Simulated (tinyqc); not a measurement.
Sp3 tight binding, zinc-blende lattice, step by step. One step of it, computed by the program tinyqc.

Task: Bloch Hamiltonian at X. Slater-Koster rules over the four bonds with direction cosines (l, m, n): ss V_ss; s-px l V_sp; px-s -l V_sp; px-px l^2 V_pps + (1 - l^2) V_ppp; px-py l m (V_pps - V_ppp); each times exp(i k.d).

Parameters chosen for this model: zinc-blende lattice, anion at 0, cation at a/4 (1,1,1); V = eta hbar^2 / (m d^2), hbar^2/m = 7.619964 eV angstrom^2:
```
parameter          value      unit
a               4.730000  angstrom
d               2.048150  angstrom
Es anion      -15.660000        eV
Ep anion       -5.630000        eV
Es cation     -15.660000        eV
Ep cation      -5.630000        eV
eta ss         -1.320000
eta sp          1.420000
eta pp sigma    2.220000
eta pp pi      -0.630000
V ss           -2.397747        eV
V sp            2.579394        eV
V pp sigma      4.032574        eV
V pp pi        -1.144379        eV
```

k point X (2 pi / a): 1  0  0

Give: H(k) at X.

Result:

H(k) at X (eV), lower triangle (Hermitian):
```
               a s          a px          a py          a pz
a s        -15.660
a px         0.000        -5.630
a py         0.000         0.000        -5.630
a pz         0.000         0.000         0.000        -5.630
c s          0.000  0.000+5.957i         0.000         0.000
c px  0.000-5.957i         0.000         0.000         0.000
c py         0.000         0.000         0.000  0.000-6.903i
c pz         0.000         0.000  0.000-6.903i         0.000

          c s    c px    c py    c pz
c s   -15.660
c px    0.000  -5.630
c py    0.000   0.000  -5.630
c pz    0.000   0.000   0.000  -5.630
```
